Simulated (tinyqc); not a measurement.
Potential-pH (Pourbaix) lines of a metal, its cation, its oxide and an oxyanion, with a complexing ligand: one step, computed by the program tinyqc.

Potentials are against the standard hydrogen electrode; solids and water have unit activity; dG_f of M, H+ and the electron is zero; F = e N_A and s = R T ln(10)/F. The cation carries z = 3.

Problem. The stable species at (pH, E). M3+ + 3e = M; (1/2) M2O3 + 3H+ + 3e = M + (3/2) H2O; MO2(-) + 4H+ + 3e = M + 2H2O. For each, E0 = -dG/(z F), and E = E0 + (s/z) log10 a - (s n_H/z) pH, with no activity term for the oxide. The metal is stable below the lowest of the three lines; above it, the species of the lowest line is stable. Water lines at 1 bar: hydrogen E = -s pH, oxygen E = -dG_f(water)/(2F) - s pH.

Inputs (values chosen for the exercise, modelled on aluminium):
```
quantity                             value    unit
dG_f of water                      -237.14  kJ/mol
temperature T                       298.15       K
log10 of the dissolved activity a       -4       -
pH                                     3.4       -
potential E                           0.86       V
```

Species: M, M3+, M2O3, MO2(-).

E0 (V): cation -1.690758, oxide -1.503994, oxyanion -1.220635

s = 0.05915935 V

Constants: e = 1.602176634e-19 C; N_A = 6.02214076e+23 1/mol.

Give: lines at this pH; upper limit of immunity; hydrogen line; oxygen line; E above the limit of immunity.

Solution.

lines at this pH (V): cation -1.770, oxide -1.705, oxyanion -1.568

upper limit of immunity = -1.770 V

hydrogen line = -0.2011 V

oxygen line = 1.028 V

E above the limit of immunity = 2.630 V

Stable here: the cation (corrosion). Water itself can oxidise the metal at this pH. Caution: other oxidation states, hydroxides and hydrides are left out, and the lines say nothing of rates.
